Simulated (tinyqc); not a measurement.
Classical Heisenberg spin chain: exact results, Metropolis, heat-bath and over-relaxation steps, and a Monte Carlo run: one step, computed by the program tinyqc.

E = -J sum_i s_i . s_(i+1) for unit vectors s_i on an open chain; K = J/(k_B T).

Task: Four single-spin steps. The given spins are first normalised. Spins 2 and 3 are updated in turn, with h = K (sum of the two neighbours). Heat bath: cos(theta) = 1 + ln(1 - r1 (1 - exp(-2 |h|)))/|h| about n = h/|h|, azimuth 2 pi r2 = phi in the frame a = n x z/|n x z|, b = n x a: s = n cos(theta) + sin(theta)(a cos(phi) + b sin(phi)); r1, r2 are the first two numbers of the row. Steps 2 and 4 are reflections, s -> 2 (s . h) h/|h|^2 - s, which keep the energy and use no random number.

Inputs (values chosen for the exercise, for a model chain of large moments): temperature T = 284 K.

Update: heat bath with over-relaxation.

four neighbouring spins (rows; components x, y, z):
```
         1        2       3
1  -0.6570  -0.4829  0.5789
2  -0.4583   0.0353  0.8881
3   0.6515   0.5552  0.5170
4   0.0626  -0.9958  0.0662
```

random numbers, one row a step:
```
        1       2       3
1  0.9493  0.9089  0.8775
2  0.0491  0.8430  0.9496
3  0.2011  0.5409  0.2076
4  0.0666  0.2080  0.6744
```

K = 0.6946366

Give: the table «Steps» with the columns |h|, h . s before, h . s after, move, x, y, z.

Result:

Steps:

| spin | \|h\| | h . s before | h . s after | move | x | y | z |
|---|---|---|---|---|---|---|---|
| 2 | 0.763 | 0.6796 | -0.5953 | heat bath | 0.5538 | -0.3485 | -0.7562 |
| 3 | 1.134 | -0.4873 | -0.4873 | reflection | -0.9762 | 0.1530 | -0.1535 |
| 2 | 1.195 | -0.7719 | 0.9929 | heat bath | -0.6486 | -0.6797 | 0.3426 |
| 3 | 1.265 | 0.1757 | 0.1757 | reflection | 0.8869 | -0.4085 | 0.2158 |
